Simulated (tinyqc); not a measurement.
Wannier-Stark ladder of a miniband: one step. Levels and the middle state. Four cases, with inputs chosen for the exercise.

Problem. Diagonalise; give the levels, their spacings and the weights of the middle level on the wells.

Case 1.

H (meV):
```
           -4         -3        -2        -1         0         1         2         3         4
-4  -17.04000   -3.25000         0         0         0         0         0         0         0
-3   -3.25000  -12.78000  -3.25000         0         0         0         0         0         0
-2          0   -3.25000  -8.52000  -3.25000         0         0         0         0         0
-1          0          0  -3.25000  -4.26000  -3.25000         0         0         0         0
0           0          0         0  -3.25000         0  -3.25000         0         0         0
1           0          0         0         0  -3.25000   4.26000  -3.25000         0         0
2           0          0         0         0         0  -3.25000   8.52000  -3.25000         0
3           0          0         0         0         0         0  -3.25000  12.78000  -3.25000
4           0          0         0         0         0         0         0  -3.25000  17.04000
```

Case 2.

H (meV):
```
           -3         -2        -1         0         1         2         3
-3  -25.65000   -5.50000         0         0         0         0         0
-2   -5.50000  -17.10000  -5.50000         0         0         0         0
-1          0   -5.50000  -8.55000  -5.50000         0         0         0
0           0          0  -5.50000         0  -5.50000         0         0
1           0          0         0  -5.50000   8.55000  -5.50000         0
2           0          0         0         0  -5.50000  17.10000  -5.50000
3           0          0         0         0         0  -5.50000  25.65000
```

Case 3.

H (meV):
```
           -4         -3         -2        -1         0         1         2         3         4
-4  -35.72000   -9.25000          0         0         0         0         0         0         0
-3   -9.25000  -26.79000   -9.25000         0         0         0         0         0         0
-2          0   -9.25000  -17.86000  -9.25000         0         0         0         0         0
-1          0          0   -9.25000  -8.93000  -9.25000         0         0         0         0
0           0          0          0  -9.25000         0  -9.25000         0         0         0
1           0          0          0         0  -9.25000   8.93000  -9.25000         0         0
2           0          0          0         0         0  -9.25000  17.86000  -9.25000         0
3           0          0          0         0         0         0  -9.25000  26.79000  -9.25000
4           0          0          0         0         0         0         0  -9.25000  35.72000
```

Case 4.

H (meV):
```
           -3         -2         -1          0          1          2          3
-3  -33.18000  -10.00000          0          0          0          0          0
-2  -10.00000  -22.12000  -10.00000          0          0          0          0
-1          0  -10.00000  -11.06000  -10.00000          0          0          0
0           0          0  -10.00000          0  -10.00000          0          0
1           0          0          0  -10.00000   11.06000  -10.00000          0
2           0          0          0          0  -10.00000   22.12000  -10.00000
3           0          0          0          0          0  -10.00000   33.18000
```

Give: levels; spacings; weights.

Solution.

Case 1.

levels (meV): -19.067  -13.185  -8.565  -4.262  0.000  4.262  8.565  13.185  19.067

spacings (meV): 5.882  4.620  4.302  4.262  4.262  4.302  4.620  5.882

weights: 0.0001  0.0041  0.0569  0.3152  0.2474  0.3152  0.0569  0.0041  0.0001

The spacing in the middle is 1.0006 e F d and at the ends 1.381 e F d; states that reach the ends of the stack are pushed apart.

Case 2.

levels (meV): -28.678  -17.572  -8.587  0.000  8.587  17.572  28.678

spacings (meV): 11.106  8.985  8.587  8.587  8.985  11.106

weights: 0.0015  0.0322  0.2694  0.3939  0.2694  0.0322  0.0015

The spacing in the middle is 1.0043 e F d and at the ends 1.299 e F d; states that reach the ends of the stack are pushed apart.

Case 3.

levels (meV): -42.773  -28.863  -18.268  -8.975  0.000  8.975  18.268  28.863  42.773

spacings (meV): 13.910  10.595  9.293  8.975  8.975  9.293  10.595  13.910

weights: 0.0013  0.0195  0.1357  0.3267  0.0336  0.3267  0.1357  0.0195  0.0013

The spacing in the middle is 1.0050 e F d and at the ends 1.558 e F d; states that reach the ends of the stack are pushed apart.

Case 4.

levels (meV): -40.180  -23.870  -11.328  0.000  11.328  23.870  40.180

spacings (meV): 16.309  12.543  11.328  11.328  12.543  16.309

weights: 0.0085  0.0933  0.3405  0.1156  0.3405  0.0933  0.0085

The spacing in the middle is 1.0242 e F d and at the ends 1.475 e F d; states that reach the ends of the stack are pushed apart.

Computed by tinyqc, one run a case: `OMP_NUM_THREADS=1 python tinyqc.py N N+1 out.jsonl` with N = 1251665, 1252143, 1252273, 1252359; one thread of a shared Intel(R) Xeon(R) Processor @ 2.30GHz, about 0.01 s a run at most.
